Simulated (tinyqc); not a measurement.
Bloch-Grueneisen resistivity of a metal: one step, computed by the program tinyqc. Command: `OMP_NUM_THREADS=1 python tinyqc.py 3029143 3029144 out.jsonl bg walk`. One thread of a shared host (Intel(R) Xeon(R) Processor @ 2.30GHz), about 0.01 s of CPU time with the checks.

Electrons scatter from a Debye spectrum of phonons (n = 5 for scattering within one band, n = 3 for scattering into a second, heavy band) and from static defects.

Task: Total resistivity and derived numbers. J_n(y) = int_0^y x^n e^x/(e^x - 1)^2 dx, by 96 Gauss-Legendre points (upper limit at most 60). rho_ph = (n - 1) rho_1 (T/Theta)^n J_n(Theta/T), with rho_1 = 2 pi lambda_tr k_B Theta/(hbar eps_0 w_p^2), the high-temperature line at T = Theta. Matthiessen's rule: rho = rho_0 + rho_ph. Temperature coefficient (1/rho) d rho/dT by a central difference of +/- 0.5 K; residual ratio rho(295 K)/rho(4.2 K); scattering time tau = 1/(eps_0 w_p^2 rho); Wiedemann-Franz kappa = L_0 T/rho, L_0 = (pi^2/3)(k_B/e)^2.

Inputs (values chosen for the exercise, modelled on silver):
```
quantity                       value         unit
exponent n                         5            -
Debye temperature Theta          209            K
transport coupling lambda_tr    0.13            -
Drude plasma energy hbar w_p     9.2           eV
residual resistivity rho_0    0.0069  microohm cm
temperature T                     40            K
```

Addition: none.

Constants: k_B = 1.380649e-23 J/K; hbar = 1.054571817e-34 J s; eps_0 = 8.8541878128e-12 F/m; hbar = 6.582119569e-16 eV s; k_B = 8.617333262e-05 eV/K.

Give: resistivity rho; temperature coefficient; residual resistance ratio; scattering time; Wiedemann-Franz conductivity.

Result:

resistivity rho = 0.07996 microohm cm

temperature coefficient = 68.29 1e-3/K

residual resistance ratio = 258.0

scattering time = 723.0 fs

Wiedemann-Franz conductivity = 1222 W/(m K)

The coefficient is 2.73 times 1/T; it exceeds 1/T because the phonon part, extended linearly, meets zero above T = 0. Caution: below about Theta/2 small-angle phonon scattering degrades heat flow more than charge flow, so a thermal conductivity taken from rho by the Wiedemann-Franz law would be too high.
